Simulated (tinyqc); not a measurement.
From results back to parameters: polytypes by hexagonality, and a cubic inclusion as a quantum well. Three cases, with inputs chosen for the exercise.

Problem. A square well of depth V with masses m_w inside and m_b outside (first and second entry of m) binds its lowest level at the given depth below the barrier: k tan(k L/2) = (m_w/m_b) q, k = sqrt(m_w E/c), q = sqrt(m_b (V - E)/c), c = hbar^2/2m0. How many double layers wide is it?

Constants: hbar^2/2m0 = 3.80998211 eV angstrom^2.

Find: k; q; L; N.

Method. L = (2/k) arctan((m_w/m_b) q/k), and N = L/d.

Case 1.

Values chosen (out of a larger set: of the order of those of SiC; not measured data): m = (0.31, 0.312) m0 (electron mass along c in the cubic layer and in the host); d = 2.523 angstrom (thickness of a double layer).

V = 0.93500 eV
depth V - E = 0.28302 eV

Solution.

k = 0.2303 1/angstrom
q = 0.1522 1/angstrom
L = 5.05 angstrom
N = 2.0

Case 2.

Values chosen (out of a larger set: of the order of those of GaN; not measured data): m = (0.203, 0.196) m0 (electron mass along c in the cubic layer and in the host); d = 2.594 angstrom (thickness of a double layer).

V = 0.28400 eV
depth V - E = 0.12192 eV

Solution.

k = 0.0929 1/angstrom
q = 0.0792 1/angstrom
L = 15.56 angstrom
N = 6.0

Case 3.

Values chosen (out of a larger set: of the order of those of GaAs; not measured data): m = (0.062, 0.064) m0 (electron mass along c in the cubic layer and in the host); d = 3.254 angstrom (thickness of a double layer).

V = 0.09400 eV
depth V - E = 0.04868 eV

Solution.

k = 0.0272 1/angstrom
q = 0.0286 1/angstrom
L = 58.57 angstrom
N = 18.0

Computed by tinyqc, one run a case: `OMP_NUM_THREADS=1 python tinyqc.py N N+1 out.jsonl` with N = 1850320, 1850337, 1850374; one thread of a shared Intel(R) Xeon(R) Processor @ 2.30GHz, about 0.1 s a run at most.
